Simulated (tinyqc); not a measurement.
# Changing the dopant density N_d

Model: defect equilibria of an oxide against oxygen pressure (mass action). Computed by tinyqc, a small Python program. Command: `OMP_NUM_THREADS=1 python tinyqc.py 3019057 3019058 out.jsonl brouwer sweep`. One thread of a shared host (Intel(R) Xeon(R) Processor @ 2.30GHz), about 0.01 s of CPU time with the checks.

Defects: oxygen vacancies V (charge +2), electrons n, holes p, the ionic partner X = V_M'''' (charge -4), and the dopant. Activities are taken equal to concentrations.

Inputs (values chosen for the exercise, for a model oxide): reduction enthalpy H_r = 4.49 eV; prefactor K_r0 = 9.8e+69 cm^-9 atm^(1/2); gap E_g = 2.63 eV; prefactor N_c N_v = 3.9e+40 cm^-6; disorder enthalpy H_s = 3.92 eV; prefactor K_s0 = 2.9e+68 cm^-9; temperature T = 800 K; oxygen pressure P = 1e-21 atm; electron mobility mu_n = 0.49 cm^2/(V s); hole mobility mu_p = 1.1 cm^2/(V s); vacancy diffusion prefactor D_0 = 0.0011 cm^2/s; vacancy migration energy E_m = 1.1 eV.

Ionic disorder: Schottky, oxide MO2. Dopant (singly charged, fully ionised): donor.

Constants: k_B = 8.617333262e-05 eV/K; e = 1.602176634e-19 C.

Method:
- K_r = K_r0 exp(-H_r/k_B T) = [V] n^2 P^(1/2); K_i = N_c N_v exp(-E_g/k_B T) = n p; K_s = K_s0 exp(-H_s/k_B T) = [X] [V]^2.
- Neutrality: 2 [V] + p + N_d = n + 4 [X]. With n as the unknown, [V] = K_r/(n^2 P^(1/2)), p = K_i/n, [X] = K_s/[V]^2; the log ratio is ln(positive/negative).
- The root is found by 60 bisections in ln n between n = 1e-10 and 1e25 cm^-3.
- sigma_n = e n mu_n, sigma_p = e p mu_p, sigma_ion = 2 e [V] mu_V with mu_V = 2 e D/(k_B T) and D = D_0 exp(-E_m/k_B T); only the oxygen vacancies carry ionic current, and the ionic transport number is sigma_ion over the total.

One run for each value:
```
dopant density N_d (cm^-3)   n (cm^-3)  [V] (cm^-3)   p (cm^-3)  [X] (cm^-3)  ionic transport number
1.00e+15                    3.1814e+17   1.5857e+17  3.3126e+06   2.3283e+09              7.6331e-09
6.00e+15                    3.1982e+17   1.5691e+17  3.2952e+06   2.3778e+09              7.5135e-09
3.00e+16                    3.2813e+17   1.4907e+17  3.2118e+06   2.6347e+09              6.9571e-09
2.00e+17                    4.0031e+17   1.0016e+17  2.6327e+06   5.8363e+09              3.8316e-09
1.00e+18                    1.0302e+18   1.5121e+16  1.0230e+06   2.5604e+11              2.2478e-10
6.00e+18                    5.9997e+18   4.4587e+14  1.7566e+05   2.9449e+14              1.1381e-12
3.00e+19                    2.9328e+19   1.8660e+13  3.5935e+04   1.6813e+17              9.7441e-15
2.00e+20                    1.0192e+20   1.5452e+12  1.0341e+04   2.4521e+19              2.3218e-16
1.00e+21                    1.7364e+20   5.3234e+11  6.0695e+03   2.0659e+20              4.6951e-17
```

Over the rows, n (cm^-3) rises from 3.18e17 to 1.74e20 (exponent d ln y / d ln x 0.0029 between the first rows and 0.33 between the last); [V] (cm^-3) falls from 1.59e17 to 5.32e11 (exponent d ln y / d ln x -0.0059 between the first rows and -0.66 between the last); p (cm^-3) falls from 3.31e6 to 6070 (exponent d ln y / d ln x -0.0029 between the first rows and -0.33 between the last). The largest terms of the neutrality condition are 2 [V] = n from row 1; N_d = n from row 5; N_d = 4 [X] from row 9.

Caution (rows 3.00e19, 2.00e20, 1.00e21): X far outnumbers the oxygen vacancies, so the ionic conductivity given leaves out the majority ionic defect. Caution (rows 2.00e20, 1.00e21): the carrier density is near sqrt(N_c N_v), where the carriers are degenerate and n p = K_i fails. Caution (rows 1.00e21): one of n, p, [V] and [X] is above 2e20 cm^-3, near 1 % of the sites of a usual oxide, where defects associate and the ideal mass-action laws fail.

Extremes, crossings and ranges named in words are read from the listed rows.
